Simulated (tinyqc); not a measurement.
Nanowire ballistic transistor, top-of-the-barrier model: one step of the calculation.

At the top of the source barrier, states moving towards the drain are filled by the source (Fermi level 0) and states moving back by the drain (Fermi level -q Vd); nothing scatters. U is the shift of the band edge there, set by the capacitances CG, CD and CS (the total) and by the charge. Parabolic one-dimensional subband; the source is grounded.

Problem. Self-consistent potential at the barrier top. eta1 = -(E0 + U)/Vt, eta2 = eta1 - Vd/Vt, n = (N0/2)[F_(-1/2)(eta1) + F_(-1/2)(eta2)], F_(-1/2)(x) = (1/sqrt(pi)) int_0^infinity u^(-1/2)/(1 + exp(u - x)) du. U(out) = UL + q (n - n0)/CS. U(new) = U + 0.2 (U(out) - U).

Parameters, values chosen for the exercise; mass and valleys close to those of a monolayer dichalcogenide: temperature T = 77 K; band edge at the barrier top above the source Fermi level at zero bias E0 = 0.22 eV; drain voltage Vd = 0.2 V.

Constants: q = 1.602176634e-19 C, kB = 1.380649e-23 J/K, Vt = kB T/q. Results are converted to the units shown.

U after iteration 1 = -0.55213902 eV
N0 = 3.3529678e6 cm^-1
CS = 9.8654829 pF/cm
n0 = 1.3367898e-8 cm^-1
UL = -0.6358 eV

Find: eta1; eta2; n; U(out); U after iteration 2.

Solution.

eta1 = 50.06
eta2 = 19.91
n = 2.181e7 cm^-1
U(out) = -0.2815 eV
U after iteration 2 = -0.4980 eV

Computed by the program tinyqc: `OMP_NUM_THREADS=1 python tinyqc.py 2400065 2400066 out.jsonl`, one thread of a shared Intel Xeon 2.30GHz, about 0.04 s for the whole run.
